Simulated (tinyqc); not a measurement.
Landau-Devonshire theory of a uniaxial ferroelectric: one step, computed by the program tinyqc. Command: `OMP_NUM_THREADS=1 python tinyqc.py 3016152 3016153 out.jsonl ferro walk`. One thread of a shared host (Intel(R) Xeon(R) Processor @ 2.30GHz), about 0.01 s of CPU time with the checks.

G(P) = (alpha/2) P^2 + (beta*/4) P^4 + (gamma/6) P^6 - E P per volume, SI units, one domain, P along the polar axis.

Problem. Temperatures of the first-order transition. T_C = T0* + 3 beta*^2/(16 alpha_0 gamma); the polar phase survives up to T1 = T0* + beta*^2/(4 alpha_0 gamma); at T_C Ps^2 = -3 beta*/(4 gamma); latent heat = (1/2) alpha_0 T_C Ps^2.

Inputs (values chosen for the exercise, modelled on lead titanate): alpha_0 = 750000 J m/(C^2 K); Curie-Weiss temperature T0 = 752 K; gamma = 1.61e+09 J m^9/C^6; temperature T = 440 K.

Sample: free crystal.

T0* = 752 K

beta* = -2.79e+08 J m^5/C^4

Give: transition temperature T_C; superheating limit T1; jump of Ps; latent heat.

Solution.

transition temperature T_C = 764.1 K

superheating limit T1 = 768.1 K

jump of Ps = 36.05 microcoulomb/cm^2

latent heat = 37.24 MJ/m^3

Thermal hysteresis can span at most T1 - T0* = 16.1 K.
